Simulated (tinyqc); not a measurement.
# Oxide trap near a transistor channel: two-state multiphonon kinetics, telegraph noise and bias instability, step by step

A worked calculation. Computed by tinyqc, a small Python program that keeps every step. Command: `OMP_NUM_THREADS=1 python tinyqc.py 3008290 3008291 out.jsonl oxidetrap walk`. One thread of a shared host (Intel(R) Xeon(R) Processor @ 2.30GHz), about 0.01 s of CPU time with the checks. Intermediate numbers are printed to about 7 digits and carried at full precision; extremes and crossings named in words are read from the listed rows.

An n-channel device under positive gate bias. The trap is empty (state 1) or holds an electron (state 2); both states are parabolas of equal curvature, and the electron reservoir is taken at the Fermi level of the channel.

Inputs (values chosen for the exercise, with an insulator like Si3N4 on silicon):

| quantity | value | unit |
|---|---|---|
| insulator constant eps_ox | 7.35 | - |
| insulator thickness t_ox | 1.8 | nm |
| trap depth x from the interface | 0.65 | nm |
| tunnel barrier phi_b | 2.16 | eV |
| tunnelling mass m_ox | 0.43 | m_0 |
| trap level above E_F at zero field E_t | 0.42 | eV |
| relaxation energy E_R | 1 | eV |
| oxide field F | 3.9 | MV/cm |
| attempt rate k_0 at the interface | 6e+11 | 1/s |
| temperature T | 450 | K |
| channel width W | 390 | nm |
| channel length L | 40 | nm |
| frequency f | 2000 | Hz |
| stress time t_s | 1000 | s |

Parts treated: one trap.

Constants: hbar^2/(2 m_0) = 3.80998212 eV angstrom^2; k_B = 8.617333262e-05 eV/K; e = 1.602176634e-19 C; eps_0 = 8.8541878128e-12 F/m.

## Tunnelling factor

kappa = sqrt(2 m_ox phi_b)/hbar = sqrt(m_ox phi_b/(hbar^2/2m_0)); attenuation length lambda = 1/(2 kappa); factor exp(-x/lambda) for a rectangular barrier.

kappa = 4.937415 1/nm

attenuation length lambda = 0.1012676 nm

tunnelling factor = 0.001630873

## Barriers and time constants

E_21 = E_t - e F x is the energy of state 2 over state 1; barriers E_c = (E_R + E_21)^2/(4 E_R), E_e = E_c - E_21; tau_c = exp(E_c/k_B T)/(k_0 P), tau_e = exp(E_e/k_B T)/(k_0 P), P the tunnelling factor; occupation f_2 = tau_e/(tau_c + tau_e); 1/tau_0 = 1/tau_c + 1/tau_e.

E_21 = 0.1665 eV

capture barrier E_c = 0.3401806 eV

emission barrier E_e = 0.1736806 eV

capture time tau_c = 6.596037e-06 s

emission time tau_e = 9.006689e-08 s

occupation f_2 = 0.01347076

tau_0 = 8.885362e-08 s

The trap is almost always empty at this bias.

## Step height and noise

Charge-sheet step dV = e (t_ox - x)/(eps_ox eps_0 W L); Lorentzian spectrum S(f) = 4 dV^2 tau_0^2/((tau_c + tau_e)(1 + (2 pi f tau_0)^2)); corner 1/(2 pi tau_0); variance dV^2 f_2 (1 - f_2) = dV^2 tau_0/(tau_c + tau_e).

threshold step dV = 0.1814879 mV

corner frequency = 1791204 Hz

S(f) = 1.555721e-16 V^2/Hz

root-mean-square noise = 0.02092178 mV

f lies below the corner, on the flat part. Random dopants and current percolation, left out here, spread real steps around this value.

## Stress and recovery of one trap

From the zero-field occupation f(0), f(t) = f_2 + (f(0) - f_2) exp(-t/tau_0) under the field; after t_s the field is removed and f relaxes with the zero-field constants.

occupation at zero field = 1.977873e-05

tau_0 at zero field = 8.939196e-09 s

occupation after stress = 0.01347076

half-time of recovery = 6.196178e-09 s

## Bias dependence of the times

The formulas are those given above.

Against field:

| F (MV/cm) | E_21 (eV) | tau_c (s) | tau_e (s) | f_2 |
|---|---|---|---|---|
| 0.00 | 0.42000 | 4.519600e-04 | 8.939372e-09 | 1.977873e-05 |
| 1.17 | 0.34395 | 1.165656e-04 | 1.638702e-08 | 1.405622e-04 |
| 2.34 | 0.26790 | 3.239124e-05 | 3.236530e-08 | 9.982017e-04 |
| 3.12 | 0.21720 | 1.437667e-05 | 5.310377e-08 | 3.680153e-03 |
| 3.90 | 0.16650 | 6.596037e-06 | 9.006689e-08 | 1.347076e-02 |
| 4.68 | 0.11580 | 3.128254e-06 | 1.579062e-07 | 4.805188e-02 |
| 5.85 | 0.03975 | 1.087225e-06 | 3.900668e-07 | 2.640418e-01 |

ln(tau_c/tau_e) falls by e x/k_B T = 1.676 per MV/cm, which measures the depth x if the change of surface potential with bias is left aside. Over these rows tau_c shortens by 2.62 decades and tau_e lengthens by 1.64; the shares differ because E_21 is not small against E_R.

Checks made by the program: detailed balance tau_c/tau_e = exp(E_21/k_B T) (relative difference below 1e-10); the integral of S(f) against the variance (relative difference below 1e-10).
